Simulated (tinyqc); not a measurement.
G0W0 on RHF in the sto-6g basis, for BeH+, spin multiplicity 1, step by step. One step of it, computed by the program tinyqc.

Problem. Orthogonalisation. S = U s U^T; symmetric (Loewdin) form X = U s^(-1/2) U^T, so that X^T S X = 1.

overlap S, lower triangle:
```
,1Be 1s,1Be 2s,1Be 2px,1Be 2py,1Be 2pz,2H 1s
1Be 1s,1.000000
1Be 2s,0.254764,1.000000
1Be 2px,0.000000,0.000000,1.000000
1Be 2py,0.000000,0.000000,0.000000,1.000000
1Be 2pz,0.000000,0.000000,0.000000,0.000000,1.000000
2H 1s,0.098608,0.519114,0.000000,0.000000,0.560603,1.000000
```

Give: eigenvalues of S; X.

Solution.

eigenvalues of S: 0.2320  0.7958  1.0000  1.0000  1.1601  1.8121

X, lower triangle:
```
,1Be 1s,1Be 2s,1Be 2px,1Be 2py,1Be 2pz,2H 1s
1Be 1s,1.0261
1Be 2s,-0.1395,1.2167
1Be 2px,0.0000,0.0000,1.0000
1Be 2py,0.0000,0.0000,0.0000,1.0000
1Be 2pz,-0.0071,0.2045,0.0000,0.0000,1.2188
2H 1s,0.0086,-0.4473,0.0000,0.0000,-0.4796,1.4069
```
